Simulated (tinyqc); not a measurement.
What each parameter does: hole subbands of a hard-walled well, four-band Luttinger model.

Hole energies are counted downwards from the unstrained band edge, c = hbar^2/2m0. After the usual block transformation one block is H = [[P + Q - Zs, R - i S], [R + i S, P - Q + Zs]] in (heavy, light), with P +/- Q = c [(g1 +/- g2) k^2 + (g1 -/+ 2 g2) kz^2], R = sqrt(3) c gR k^2, S = 2 sqrt(3) c g3 k kz, kz = -i d/dz; axial approximation gR = (g2 + g3)/2. Zs = b (e_par - e_perp) is the shear part of the strain (the hydrostatic part shifts all levels alike and is left out). Basis sqrt(2/L) sin(n pi z/L), n = 1 to N, for each component: kz^2 gives (n pi/L)^2 and the heavy-light block is R delta_nm - 2 sqrt(3) c g3 k D_nm with D_nm = 4 n m/(L (n^2 - m^2)) for n + m odd, 0 otherwise. The other block has the same levels. The split-off band is left out.

Constants: hbar^2/2m0 = 3.80998211 eV angstrom^2.

Parameters, chosen for this exercise (near those of AlAs; shifted at random, so the results belong to these values and not to a real crystal):

| symbol | value | unit | meaning |
|---|---|---|---|
| g1 | 3.76 |  | Luttinger gamma1 |
| g2 | 0.82 |  | gamma2 |
| g3 | 1.42 |  | gamma3 |
| L | 180 | angstrom | well width along [001] |
| Zs | 0 | eV | shear strain energy |
| k | 0.0244 | 1/angstrom | wave vector in the plane |

N = 20; the three lowest hole energies at the given k and the heavy weight of the lowest.

Results for these values:

| case | E1 (meV) | E2 (meV) | E3 (meV) | heavy weight |
|---|---|---|---|---|
| base | 5.84 | 10.14 | 19.83 | 0.464 |

What happens to each result for g3 = 1.31, all else kept?

Answer: E1 rises from 5.84 to 6.42; E2 rises from 10.14 to 10.90; E3 rises from 19.83 to 20.82; heavy weight does not change at the printed digits.

The same for each parameter in turn:

| case | E1 (meV) | E2 (meV) | E3 (meV) | heavy weight |
|---|---|---|---|---|
| base | 5.84 | 10.14 | 19.83 | 0.464 |
| g1 = 4.06 | 7.05 | 11.82 | 22.92 | 0.464 |
| g2 = 0.9 | 5.65 | 10.00 | 19.17 | 0.465 |
| g3 = 1.31 | 6.42 | 10.90 | 20.82 | 0.464 |
| L = 190 angstrom | 5.49 | 9.49 | 18.11 | 0.454 |
| Zs = 0.01 eV | 0.55 | 4.78 | 14.07 | 0.921 |
| k = 0.0317 1/angstrom | 7.66 | 12.30 | 21.83 | 0.426 |

Run: tinyqc, `OMP_NUM_THREADS=1 python tinyqc.py 1250416 1250417 out.jsonl`; Intel(R) Xeon(R) Processor @ 2.30GHz, one thread, shared host; about 0.2 s of CPU time with all checks.
